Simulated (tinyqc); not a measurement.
Conductance of a narrow metal strip with scatterers (square lattice, Green functions): one step. Modes at the Fermi energy. Three cases, with inputs chosen for the exercise.

Problem. For each n: en, cos(kn a) = (en - E)/(2t), z_n and the velocity 2 t a sin(kn a) (zero if closed).

A strip of W sites across with hard walls, site energy 0 and hopping -t. Mode n = 1 to W has profile chi_n(j) = sqrt(2/(W + 1)) sin(n j pi/(W + 1)) and energy en = -2t cos(n pi/(W + 1)); E = en - 2t cos(kn a). With z_n = exp(i kn a) (Im k > 0 for closed modes, |z| < 1) each lead gives the self-energy -t z_n in mode n. One column carries the site energies v, here a notch at the edge (a site raised out of reach). In the mode basis V_nm = sum_j chi_n(j) v_j chi_m(j), G = (E - en + 2 t z_n - V)^-1, and t_nm = 2t sqrt(sin(kn a) sin(km a)) G_nm in size for open modes. T = sum |t_nm|^2, conductance (2e^2/h) T.

Constants: e^2/h = 3.874045865e-05 S.

Give: Modes.

Case 1.

Values chosen (hopping and spacing of the size met in Cu or Al; the lattice is a model; the results hold for these values, not for the real material): t = 1.96 eV (hopping); a = 2.68 angstrom (spacing); W = 3 (sites across); E = -1.69 eV (Fermi energy).

Solution.

Modes:
```
n  en (eV)  cos(k a)                  z  dE/dk (eV angstrom)
1  -2.7719  -0.27598  -0.27598+0.96116i              10.0976
2   0.0000   0.43112   0.43112+0.90229i               9.4791
3   2.7719   1.13823            0.59457               0.0000
```

2 of 3 modes are open, so the clean strip has a resistance of 6453 ohm, whatever its length.

Case 2.

Values chosen (hopping and spacing of the size met in Cu or Al; the lattice is a model; the results hold for these values, not for the real material): t = 1.45 eV (hopping); a = 2.56 angstrom (spacing); W = 3 (sites across); E = 1.52 eV (Fermi energy).

Solution.

Modes:
```
n  en (eV)  cos(k a)                  z  dE/dk (eV angstrom)
1  -2.0506  -1.23124           -0.51294               0.0000
2   0.0000  -0.52414  -0.52414+0.85163i               6.3225
3   2.0506   0.18297   0.18297+0.98312i               7.2987
```

2 of 3 modes are open, so the clean strip has a resistance of 6453 ohm, whatever its length.

Case 3.

Values chosen (hopping and spacing of the size met in Cu or Al; the lattice is a model; the results hold for these values, not for the real material): t = 1.26 eV (hopping); a = 2.84 angstrom (spacing); W = 4 (sites across); E = 1.39 eV (Fermi energy).

Solution.

Modes:
```
n  en (eV)  cos(k a)                  z  dE/dk (eV angstrom)
1  -2.0387  -1.36060           -0.43798               0.0000
2  -0.7787  -0.86060  -0.86060+0.50927i               3.6448
3   0.7787  -0.24257  -0.24257+0.97013i               6.9431
4   2.0387   0.25743   0.25743+0.96630i               6.9156
```

3 of 4 modes are open, so the clean strip has a resistance of 4302 ohm, whatever its length.

Computed by tinyqc, one run a case: `OMP_NUM_THREADS=1 python tinyqc.py N N+1 out.jsonl` with N = 1450356, 1450463, 1450537; one thread of a shared Intel(R) Xeon(R) Processor @ 2.30GHz, about 0.01 s a run at most.
